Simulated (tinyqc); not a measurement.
From results back to parameters: conductance of a narrow metal strip with scatterers (square lattice, Green functions). Three cases, with inputs chosen for the exercise.

Problem. Boundaries with reflection R, a distance dg apart, add incoherently to the scattering in a one-dimensional channel: rho/rho0 = 1 + (lam/dg) R/(1 - R). The ratio comes from a hidden R.

Find: R; effective mean free path lam rho0/rho.

Method. y = (rho/rho0 - 1) dg/lam = R/(1 - R), so R = y/(1 + y).

Case 1.

Values chosen (out of a larger set: hopping and spacing of the size met in Cu or Al; the lattice is a model; not measured data): lam = 40 nm (bulk mean free path); dg = 15 nm (distance between boundaries).

rho/rho0 = 2.63441

Solution.

R = 0.380
effective mean free path lam rho0/rho = 15.18 nm

Case 2.

Values chosen (out of a larger set: hopping and spacing of the size met in Cu or Al; the lattice is a model; not measured data): lam = 16 nm (bulk mean free path); dg = 34 nm (distance between boundaries).

rho/rho0 = 1.14861

Solution.

R = 0.240
effective mean free path lam rho0/rho = 13.93 nm

Case 3.

Values chosen (out of a larger set: hopping and spacing of the size met in Cu or Al; the lattice is a model; not measured data): lam = 27 nm (bulk mean free path); dg = 58 nm (distance between boundaries).

rho/rho0 = 1.15517

Solution.

R = 0.250
effective mean free path lam rho0/rho = 23.37 nm

Computed by tinyqc, one run a case: `OMP_NUM_THREADS=1 python tinyqc.py N N+1 out.jsonl` with N = 1451639, 1451751, 1451770; one thread of a shared Intel(R) Xeon(R) Processor @ 2.30GHz, about 0.01 s a run at most.
